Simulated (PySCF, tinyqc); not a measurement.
Worked calculation: coupled-perturbed Hartree-Fock on RHF in the sto-3g basis, for BeH+, spin multiplicity 1. The lowest restricted solution is unstable here: a spin-polarised one lies 0.0193 hartree lower (PySCF). One step of it, computed by the program tinyqc.

Task: Coupled step 1. U_ai = -(mu_ai + sum_bj [4 (ai|bj) - (ab|ij) - (aj|bi)] U_bj) / (e_a - e_i); alpha = -4 sum U_ai mu_ai.

uncoupled U:
```
           i1         i2
a3   0.000000   0.000000
a4  -0.007393  -0.453216
a5  -0.029219  -1.791237
a6   0.000000   0.000000
```

dipole integrals <a|y|i> (bohr):
```
          i1        i2
a3  0.000000  0.000000
a4  0.035944  0.229828
a5  0.142061  0.908345
a6  0.000000  0.000000
```

orbital energies (hartree): MO1 -4.978520, MO2 -0.623719, MO3 -0.249495, MO4 -0.116615, MO5 -0.116615, MO6 0.051570

Two-electron integrals over orbitals (pq|rs), unique and non-zero (hartree):
```
(11|11) 2.275858    (21|11) -0.177202   (21|21) 0.022707    (22|11) 0.446940
(22|21) -0.002149   (22|22) 0.433153    (31|11) -0.169949   (31|21) 0.018554
(31|22) -0.012593   (31|31) 0.024994    (32|11) 0.093605    (32|21) -0.005778
(32|22) -0.061623   (32|31) 0.001272    (32|32) 0.077299    (33|11) 0.503078
(33|21) -0.009902   (33|22) 0.332994    (33|31) 0.001467    (33|32) 0.025413
(33|33) 0.407469    (41|41) 0.015578    (42|41) 0.014594    (42|42) 0.047487
(43|41) 0.013607    (43|42) 0.036222    (43|43) 0.046367    (44|11) 0.569241
(44|21) -0.006193   (44|22) 0.344172    (44|31) -0.005985   (44|32) 0.050443
(44|33) 0.370829    (44|44) 0.449859    (51|51) 0.015578    (52|51) 0.014594
(52|52) 0.047487    (53|51) 0.013607    (53|52) 0.036222    (53|53) 0.046367
(54|54) 0.024249    (55|11) 0.569241    (55|21) -0.006193   (55|22) 0.344172
(55|31) -0.005985   (55|32) 0.050443    (55|33) 0.370829    (55|44) 0.401360
(55|55) 0.449859    (61|11) -0.071102   (61|21) 0.012218    (61|22) 0.008345
(61|31) 0.001080    (61|32) -0.008087   (61|33) -0.013384   (61|44) -0.001881
(61|55) -0.001881   (61|61) 0.014654    (62|11) 0.131313    (62|21) -0.000868
(62|22) -0.008529   (62|31) -0.008651   (62|32) 0.058792    (62|33) -0.004676
(62|44) 0.069783    (62|55) 0.069783    (62|61) 0.006519    (62|62) 0.112082
(63|11) -0.088027   (63|21) 0.003425    (63|22) 0.056438    (63|31) -0.004825
(63|32) -0.074992   (63|33) -0.040981   (63|44) -0.044920   (63|55) -0.044920
(63|61) 0.008518    (63|62) -0.062701   (63|63) 0.092229    (64|41) 0.006073
(64|42) 0.022975    (64|43) 0.004987    (64|64) 0.021144    (65|51) 0.006073
(65|52) 0.022975    (65|53) 0.004987    (65|65) 0.021144    (66|11) 0.478473
(66|21) -0.002512   (66|22) 0.439353    (66|31) -0.011165   (66|32) -0.064341
(66|33) 0.362734    (66|44) 0.348786    (66|55) 0.348786    (66|61) 0.006879
(66|62) -0.028772   (66|63) 0.055834    (66|66) 0.471793
```

Give: U after step 1; polarisability.

Result:

U after step 1:
```
        i1      i2
a3   0.000   0.000
a4  -0.004  -0.633
a5  -0.014  -2.501
a6   0.000   0.000
```

polarisability = 9.677 bohr^3
